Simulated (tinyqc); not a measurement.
Dopants and charged point defects at anneal temperature: Fermi-level effect, clustering and pairing: one step, computed by the program tinyqc. Command: `OMP_NUM_THREADS=1 python tinyqc.py 3006146 3006147 out.jsonl pairing walk`. One thread of a shared host (Intel(R) Xeon(R) Processor @ 2.30GHz), about 0.02 s of CPU time with the checks.

Boltzmann statistics and full ionisation of active dopants. Energies are counted from the valence band; the defect (a vacancy or self-interstitial) has five charge states, with all degeneracy factors one.

Problem. Charged defects. C_0 = N_s exp(S_f/k_B) exp(-H_f/k_B T). Ratios to the neutral state at E_F = E_i: r_+ = exp((E(+/0) - E_i)/k_B T), r_2+ = r_+ exp((E(2+/+) - E_i)/k_B T), r_- = exp((E_i - E(0/-))/k_B T), r_2- = r_- exp((E_i - E(-/2-))/k_B T); at other E_F state q scales as chi^(-q). The enhancement is sum r_q chi^(-q)/sum r_q. The charge on the defects is left out of neutrality.

Inputs (values chosen for the exercise, for a model semiconductor): anneal temperature T = 810 K; formation enthalpy of the neutral defect H_f = 2.34 eV; formation entropy S_f = 8.9 k_B; site density N_s = 3e+22 cm^-3.

Dopant: acceptor. Second part: clustering of the dopant.

defect levels as fractions of E_g(T): (2+/+), (+/0), (0/-), (-/2-): [0.04, 0.21, 0.49, 0.61]

E_g = 0.5243681 eV

k_B T = 0.06980040 eV

n_i = 9.554244e+17 cm^-3

E_i = 0.2377407 eV

chi = 0.2755397

Give: neutral defects C_0; Charge states; all defects, doped; enhancement over intrinsic; mean charge.

Solution.

neutral defects C_0 = 6.067e+11 cm^-3

Charge states:
```
state  ratio r  intrinsic (cm^-3)  doped (cm^-3)
2+       0.007          4.367e+09      5.752e+10
+        0.161          9.748e+10      3.538e+11
0        1.000          6.067e+11      6.067e+11
-        0.760          4.608e+11      1.270e+11
2-       0.234          1.421e+11      1.079e+10
```

all defects, doped = 1.156e+12 cm^-3

enhancement over intrinsic = 0.8813

mean charge = 0.2771 e

Doping leaves the neutral state alone and scales the total by 0.881; the most common state is 0 (in intrinsic material 0).
